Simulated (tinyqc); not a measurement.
Permeation of metal atoms or ions through a thin barrier or dielectric: time lag, field-aided drift and lifetime: one step, computed by the program tinyqc.

The film 0 < x < d is empty at first; C = C0 at x = 0 and C = 0 at x = d. dC/dt = D d2C/dx2 - v dC/dx with drift v = D z e V/(k_B T d) (uniform field, no space charge).

Task: Time to the critical dose. Steady flux J = (D C0/d) P/(1 - exp(-P)); time lag in units of d^2/D: s_L = [P (1 + exp(-P))/(1 - exp(-P)) - 2]/P^2 (P = 0: J = D C0/d, s_L = 1/6). Dose through the film Q(s) = C0 d {f (s - s_L) - 2 exp(P/2) sum_(n=1..200) (-1)^n n^2 pi^2 exp(-l_n s)/l_n^2}, l_n = n^2 pi^2 + P^2/4, f = P/(1 - exp(-P)) the relative flux. Temperatures in kelvin are T(C) + 273.15. Solve Q = Q_c for s. At the use temperature D and P take T_u, with the same C0 and V; 1 year = 3.15576e7 s.

Inputs (values chosen for the exercise, for a model case: singly charged ions through a dielectric):
```
quantity                                   value    unit
thickness d                                   68      nm
prefactor D0                                0.04  cm^2/s
activation energy E                         1.15      eV
concentration at the source side C0      1.2e+13  1/cm^3
charge number z                                1       -
voltage V (positive drives ions across)    0.035       V
critical dose Q_c                          6e+07  1/cm^2
test temperature T                           250       C
use temperature T_u                          100       C
```

Peclet number P = 0.7763703

time scale d^2/D = 138.5194 s

Constants: k_B = 8.617333262e-05 eV/K.

Give: s at the critical dose; failure time at T; failure time at T_u.

Result:

s at the critical dose = 0.6761

failure time at T = 93.66 s

failure time at T_u = 0.07620 years

Caution: grain boundaries, pinholes, trapping and space charge are left out; thin real barriers usually fail at defects.
